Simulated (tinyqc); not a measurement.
## Trap density from two Hall measurements

Inverse problem. p-type body, charge-sheet picture, full ionisation (an idealisation for deep acceptors), Boltzmann statistics for free electrons. e = Ec - EF at the surface. psi = Eg - Vt ln(Nv/Na) - e; N_dep = sqrt(2 eps0 eps_r Na (psi - Vt)/q); n_f = sqrt(N_dep^2 + 2 eps0 eps_r Vt Nc exp(-e/Vt)/q) - N_dep; Vg = Vfb + psi + q (N_dep + n_t + n_f)/Cox, Cox = eps0 eox/tox. Find e and n_t at both points and the mean trap density between them.

Inputs (values chosen for the exercise); band and dielectric values close to those of gallium nitride:
- T = 475 K (temperature)
- Eg = 3.41 eV (band gap)
- eps_r = 9.34 (relative permittivity)
- Nc = 4.54e18 cm^-3 (conduction-band density of states at T)
- Nv = 9.22e19 cm^-3 (valence-band density of states at T)
- eox = 3.9 (relative permittivity of the insulator)
- tox = 27 nm (insulator thickness)
- Na = 5.8e16 cm^-3 (acceptor density)
- Vfb = -3 V (flat-band voltage without trapped charge)

Constants: q = 1.602176634e-19 C, kB = 1.380649e-23 J/K, Vt = kB T/q, eps0 = 8.8541878128e-14 F/cm where lengths are in cm. Results are converted to the units shown.

Vg (V): 1.5999307  1.9854516
free sheet density from the Hall effect (cm^-2): 6.8582114e9  1.2092100e11

Solution. Each n_f fixes e; what the gate voltage holds beyond psi, N_dep and n_f is trapped; the difference quotient is the density, smeared over a few Vt.

e (eV): 0.1910  0.07100
n_t (cm^-2): 2.399e10  9.479e10
mean trap density = 5.900e11 cm^-2 eV^-1

Program tinyqc, `OMP_NUM_THREADS=1 python tinyqc.py 2222043 2222044 out.jsonl`; Intel Xeon 2.30GHz, shared host, one thread, about 0.02 s.
